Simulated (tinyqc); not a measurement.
Phase shift across the band: Koster-Slater impurity in a tight-binding band, by Green functions and by supercells. Computed by tinyqc, a small Python program. Command: `OMP_NUM_THREADS=1 python tinyqc.py 3025558 3025559 out.jsonl kosterslater walk`. One thread of a shared host (Intel(R) Xeon(R) Processor @ 2.30GHz), about 0.03 s of CPU time with the checks.

One orbital per site, e(k) = -2 t sum cos(k_i) over 2 direction(s), band from -4 t to 4 t, lattice constant 1. One site has the extra energy U. Spin is left out.

Inputs (values chosen for the exercise, for a model band): hopping t = 0.67 eV; impurity potential U = -4.01 eV; broadening eta = 0.054 eV.

Lattice: square.

Method:
- Outside the band G0(E) = (2/(pi E)) K(m), m = 16 t^2/E^2, K the complete elliptic integral with parameter m.
- A bound state solves 1/U = G0(E).
- Bisection in ln(distance from the edge) between 1e-5 t and |U| + t. Weight on the impurity site: -1/(U^2 dG0/dE), by a central difference with step min(1e-4 t, distance/30). Decay length along an axis: 1/arccosh(1 + distance/(2 t)).
- Inside the band G0(z), z = E + i eta, comes from the chain form 1/(sqrt(y - 2t) sqrt(y + 2t)) (principal roots) at y = z + 2 t cos k, averaged over k in (0, pi) with 200 Gauss-Legendre points.
- delta/pi = -arg(1 - U G0)/pi counts the states added below E (Friedel); host DOS = -Im G0/pi, DOS on the impurity = -Im[G0/(1 - U G0)]/pi; 13 evenly spaced energies from -(band edge + |U| + 2t) to +(band edge + |U| + 2t).

distance from the band edge = 1.78883 eV

level E_b = -4.46883 eV

Across the spectrum:

| E (eV) | Re G0 (1/eV) | host DOS (1/eV) | DOS on the impurity (1/eV) | delta/pi |
|---|---|---|---|---|
| -8.0300 | -0.12823 | 0.00029 | 0.001235 | 0.00241 |
| -6.6917 | -0.15603 | 0.00044 | 0.003127 | 0.00469 |
| -5.3533 | -0.20048 | 0.00075 | 0.019397 | 0.01527 |
| -4.0150 | -0.28696 | 0.00169 | 0.072779 | 0.95544 |
| -2.6767 | -0.70885 | 0.06365 | 0.015763 | 0.86935 |
| -1.3383 | -0.39169 | 0.16226 | 0.036025 | 0.58666 |
| 0.0000 | 0.00000 | 0.40003 | 0.015155 | 0.43765 |
| 1.3383 | 0.39169 | 0.16226 | 0.015043 | 0.21384 |
| 2.6767 | 0.70885 | 0.06365 | 0.004131 | 0.06548 |
| 4.0150 | 0.28696 | 0.00169 | 0.000364 | 0.00314 |
| 5.3533 | 0.20048 | 0.00075 | 0.000230 | 0.00166 |
| 6.6917 | 0.15603 | 0.00044 | 0.000166 | 0.00108 |
| 8.0300 | 0.12823 | 0.00029 | 0.000127 | 0.00077 |

delta/pi starts and ends near zero (+0.002 and +0.001): the impurity moves states but creates none. delta/pi rises at the bound state below the band (-4.469 eV), reaches 0.96 among these rows (1 in the limit of small eta, just above the level) and is paid back by the top of the band.

Extremes, crossings and ranges named in words are read from the listed rows.
